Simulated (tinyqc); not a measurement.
Metal-interlayer-semiconductor contact, depinning against tunnelling resistance: two steps of the calculation.

Zero bias, n-type semiconductor. Gap states at the semiconductor surface thin out as exp(-be ti), which unpins the barrier; electrons must then cross the interlayer (a rectangular barrier, no voltage drop across it) and the parabolic depleted layer, both by WKB. Energies E are counted from the Fermi level; no image force, parabolic bands.

Parameters, values chosen for the exercise; semiconductor values close to those of silicon; interlayer mass of the order of that in silicon dioxide, offset chosen freely: temperature T = 250 K; band gap Eg = 1.15 eV; relative permittivity eps_r = 11.6; electron affinity chi = 3.97 eV; conduction-band density of states at T Nc = 2.13e19 cm^-3; tunnelling mass in the semiconductor mt = 0.187 m0; Richardson mass mA = 1.99 m0; donor density Nd = 1.6e18 cm^-3; charge-neutrality level above the valence band E0 = 0.37 eV; pinning factor without interlayer S0 = 0.26; metal work function phiM = 4.55 eV; interlayer thickness ti = 1.3 nm; conduction-band offset of the interlayer above the semiconductor dE = 3.12 eV; tunnelling mass in the interlayer mi = 0.44 m0; decay constant of gap states through the interlayer be = 4.7 1/nm.

Constants: q = 1.602176634e-19 C, kB = 1.380649e-23 J/K, eps0 = 8.8541878128e-12 F/m, hbar = 1.054571817e-34 J s, h = 6.62607015e-34 J s, m0 = 9.1093837015e-31 kg, Vt = kB T/q, hbar^2/(2 m0) = 0.0380998212 eV nm^2. Results are converted to the units shown.

Problem 1. Pinning, barrier and scales. S = 1/(1 + (1/S0 - 1) exp(-be ti)); phiB = S (phiM - chi) + (1 - S)(Eg - E0); xi = Ec - EF deep inside, from Nd = Nc F(-xi/Vt), F(x) = (2/sqrt(pi)) int_0^infinity sqrt(u) du/(1 + exp(u - x)); band bending U = phiB - xi; E00 = (hbar/2) sqrt(Nd/(eps0 eps_r mt m0)) in volts; A = 4 pi q mA m0 kB^2/h^3.

Give: S; phiB; xi; U; E00; A.

Solution 1.

S = 0.99372
phiB = 0.58126 eV
xi = 0.055198 eV
U = 0.52606 eV
E00 = 0.015945 eV
A = 239.14 A/(cm^2 K^2)

Problem 2. Exponents and integrand on an energy grid. With U = phiB - xi: for xi < E < phiB, y = (E - xi)/U and G1 = (U/E00) [sqrt(1 - y) - y ln((1 + sqrt(1 - y))/sqrt(y))], G1 = 0 above phiB; G2 = 2 ti sqrt(mi max(phiB + dE - E, 0)/C), C = hbar^2/(2 m0); f = 1/(1 + exp(E/Vt)); integrand exp(-G1 - G2) f.

E, point 0 to 14 (eV): [0.14, 0.17214, 0.20429, 0.23643, 0.26857, 0.30071, 0.33286, 0.365, 0.39714, 0.42929, 0.46143, 0.49357, 0.52571, 0.55786, 0.59]
phiB = 0.58125607 eV
xi = 0.055197753 eV
E00 = 0.015945476 eV

Find: G1; G2; f; integrand.

Solution 2.

```
point     G1     G2          f  integrand (1e-18)
0      21.90  16.67   0.001503              0.026
1      18.94  16.60   3.386e-4              0.124
2      16.30  16.52   7.615e-5              0.424
3      13.91  16.45   1.713e-5              1.118
4      11.75  16.37   3.854e-6              2.363
5       9.78  16.29   8.669e-7              4.099
6       8.00  16.22   1.949e-7              5.936
7       6.38  16.14   4.385e-8              7.253
8       4.93  16.06   9.863e-9              7.528
9       3.64  15.98   2.218e-9              6.658
10      2.51  15.90  4.989e-10              5.013
11      1.55  15.82  1.122e-10              3.192
12      0.77  15.75  2.524e-11              1.695
13      0.21  15.67  5.676e-12              0.725
14      0.00  15.58  1.277e-12              0.218
```

Range of the model: The depletion charge would drop about 0.20 V across such an interlayer (eps_r near 3.9) at ti = 1.3 nm and Nd = 1.6e18 cm^-3, against a band bending of 0.53 V; this model leaves that drop out.

Numbers from tinyqc (`OMP_NUM_THREADS=1 python tinyqc.py 2270147 2270148 out.jsonl`; about 0.04 s on one thread of a shared Intel Xeon 2.30GHz).
